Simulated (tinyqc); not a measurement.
Density of states of one tight-binding band on the square lattice: one step. Histogram.

Parameters, chosen for this exercise: bins = 10 (bins of the histogram); E_lo = -6.113 eV (lower end of the histogram); E_hi = 6.117 eV (upper end).

Distinct energies:
```
E_k (eV)   points
-6.040000       1
-4.530000       4
-3.020000       4
-1.510000       4
0.000000       10
1.510000        4
3.020000        4
4.530000        4
6.040000        1
```

Task: Count the points in equal bins from E_lo to E_hi; g = count/(all points x bin width).

Give: Histogram.

Result:

Histogram:
```
from (eV)  to (eV)  points  g (1/eV)
-6.1130    -4.8900       1    0.0227
-4.8900    -3.6670       4    0.0909
-3.6670    -2.4440       4    0.0909
-2.4440    -1.2210       4    0.0909
-1.2210     0.0020      10    0.2271
0.0020      1.2250       0    0.0000
1.2250      2.4480       4    0.0909
2.4480      3.6710       4    0.0909
3.6710      4.8940       4    0.0909
4.8940      6.1170       1    0.0227
```

Empty bins: 1 of 10; the fullest holds 10 points. Empty bins inside the band come from the coarse mesh, not from gaps.

Computed by tinyqc, a small Python program: `OMP_NUM_THREADS=1 python tinyqc.py 1682745 1682746 out.jsonl` (the numbers bound the seed that draws the inputs); one thread of a shared host (Intel(R) Xeon(R) Processor @ 2.30GHz), about 0.09 s for the whole set of steps.
